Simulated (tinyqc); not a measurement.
Two-band model of a narrow-gap semiconductor with electrons and holes. From one set of inputs to another, one input at a time. Computed by tinyqc, a small Python program. Command: `OMP_NUM_THREADS=1 python tinyqc.py 3025802 3025803 out.jsonl bipolar ladder`. One thread of a shared host (Intel(R) Xeon(R) Processor @ 2.30GHz), about 0.3 s of CPU time with the checks.

Two parabolic bands with acoustic scattering (r = -1/2, a = 0), a gap that does not change with T, and fully ionised dopants. Melting is ignored, so values above the melting point are formal, and kappa_L does not change with T. eta_n = (E_F - E_c)/(k_B T), eta_p = -eta_n - E_g/(k_B T).

The inputs printed are set A. Set A is modelled on PbTe; the values taken over come from a set modelled on InAs. Inputs not listed in the table keep their values of set A, so the rows need not describe a real material.

Inputs (values chosen for the exercise, modelled on PbTe):

| quantity | value | unit |
|---|---|---|
| electron mass m_n | 0.26 | m_0 |
| hole mass m_p | 0.3 | m_0 |
| electron mobility parameter mu_300,n | 1200 | cm^2/(V s) |
| hole mobility parameter mu_300,p | 830 | cm^2/(V s) |
| temperature exponent p | 1.5 | - |
| band gap E_g | 0.32 | eV |
| net doping N | 1.2e+18 | 1/cm^3 |
| lattice thermal conductivity kappa_L | 0.92 | W/(m K) |
| temperature T | 340 | K |

Doping: n-type.

Constants: k_B = 8.617333262e-05 eV/K; m_0 = 9.1093837015e-31 kg; k_B = 1.380649e-23 J/K; hbar = 1.054571817e-34 J s; e = 1.602176634e-19 C.

Method:
- With x = E/(k_B T), a = alpha k_B T (0 for a parabolic band), G = x (1 + a x), D = 1 + 2 a x and <y> = int y f (1 - f) dx, f = 1/(1 + exp(x - eta)): tau = tau_0 G^r/D; transport function s = G^(3/2 + r)/D^2; n = N_0 <G^(3/2)> with N_0 = (2 m k_B T)^(3/2)/(3 pi^2 hbar^3).
- Integrals over x = E/(k_B T) use 160 Gauss-Legendre points in u = sqrt(x) from 0 to sqrt(max(eta, 0) + 32).
- Neutrality: n - p = N, with n = N_0(m_n) <x^(3/2)> at eta_n and p = N_0(m_p) <x^(3/2)> at eta_p.
- sigma = e mu_0 N_0 <s> with mu_0 = e tau_0/m = mu_300 (T/300 K)^(-p); |S| = (k_B/e)(<x s>/<s> - eta); Lorenz number L = (k_B/e)^2 (<x^2 s>/<s> - (<x s>/<s>)^2); kappa_e = L sigma T; zT = S^2 sigma T/(kappa_L + kappa_e).
- Hall factor r_H = <x^(3/2)> <x^(1/2)>/<s>^2.
- Both bands together (these totals replace the one-band zT): sigma = sigma_n + sigma_p; S = (sigma_p |S_p| - sigma_n |S_n|)/sigma; kappa_bip = (sigma_n sigma_p/sigma)(|S_n| + |S_p|)^2 T; kappa_e = (L_n sigma_n + L_p sigma_p) T; zT = S^2 sigma T/(kappa_L + kappa_e + kappa_bip); weak-field R_H = (r_p sigma_p^2/p - r_n sigma_n^2/n)/(e sigma^2), where the Hall factors r_n and r_p are <x^(3/2)> <x^(1/2)>/<s>^2.
- T_max maximises |S| of the majority sign between 150 and 1200 K; the Goldsmid-Sharp estimate is E_g = 2 e |S_max| T_max.

Each row keeps all changes above it:

| input moved | from | to | conductivity sigma (S/cm) | kappa_e (W/(m K)) | T_max (K) |
|---|---|---|---|---|---|
| set A | - | - | 138.04 | 0.072202 | 482.30 |
| net doping N (1/cm^3) | 1.2e+18 | 3.9e+15 | 3.93 | 0.001988 | 206.82 |
| hole mass m_p (m_0) | 0.3 | 0.41 | 4.94 | 0.002498 | 201.90 |
| electron mass m_n (m_0) | 0.26 | 0.024 | 0.96 | 0.000490 | 246.24 |
| band gap E_g (eV) | 0.32 | 0.36 | 0.64 | 0.000323 | 271.18 |
| lattice thermal conductivity kappa_L (W/(m K)) | 0.92 | 21 | 0.64 | 0.000323 | 271.18 |
| temperature T (K) | 340 | 360 | 0.74 | 0.000398 | 271.18 |
| electron mobility parameter mu_300,n (cm^2/(V s)) | 1200 | 28000 | 14.42 | 0.007751 | 314.37 |

Where does the difference come from?

Conductivity sigma goes from 138 to 14.4, a factor 0.104 in all. The largest single move comes from net doping N (a factor 0.0285), and electron mobility parameter mu_300,n works against it (a factor 19.4). kappa_e goes from 0.0722 to 0.00775, a factor 0.107 in all. The largest single move comes from net doping N (a factor 0.0275), and electron mobility parameter mu_300,n works against it (a factor 19.5). T_max goes from 482 to 314, a factor 0.652 in all. The largest single move comes from net doping N (a factor 0.429), and electron mass m_n works against it (a factor 1.22). The single moves hold for this order of the switches; the total does not depend on the order.

Extremes, crossings and ranges named in words are read from the listed rows.
